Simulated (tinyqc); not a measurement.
Undoped symmetric double-gate MOSFET, analytic potential model: one step of the calculation.

An undoped body of thickness ts between two equal insulators and tied gates; long channel, electrons only, n = ni exp((psi - V)/Vt) with V the quasi-Fermi potential (0 at the source, Vd at the drain), constant mobility, no quantisation. Across the body psi(x) = V - 2 Vt ln[(ts/(2 beta)) sqrt(q ni/(2 eps0 eps_r Vt)) cos(2 beta x/ts)], x from the centre. Q is the electron charge per area of the whole body.

Problem. beta at the source by Newton steps. With V = 0: f = ln(beta) - ln(cos beta) + 2 r beta tan(beta) - (Vg - V0)/(2 Vt); f' = 1/beta + tan(beta) + 2 r [tan(beta) + beta/cos^2(beta)]; beta(new) = beta - f/f'.

Parameters, values chosen for the exercise: temperature T = 300 K; gate voltage Vg = 0.83 V.

Constants: q = 1.602176634e-19 C, kB = 1.380649e-23 J/K, Vt = kB T/q. Results are converted to the units shown.

beta at the start = 0.8
r = 1.3472186
V0 = 0.93245553 V

Find: f; f'; beta after iteration 1.

Solution.

f = 4.339
f' = 9.495
beta after iteration 1 = 0.3430

Numbers from tinyqc (`OMP_NUM_THREADS=1 python tinyqc.py 2440019 2440020 out.jsonl`; about 0.01 s on one thread of a shared Intel Xeon 2.30GHz).
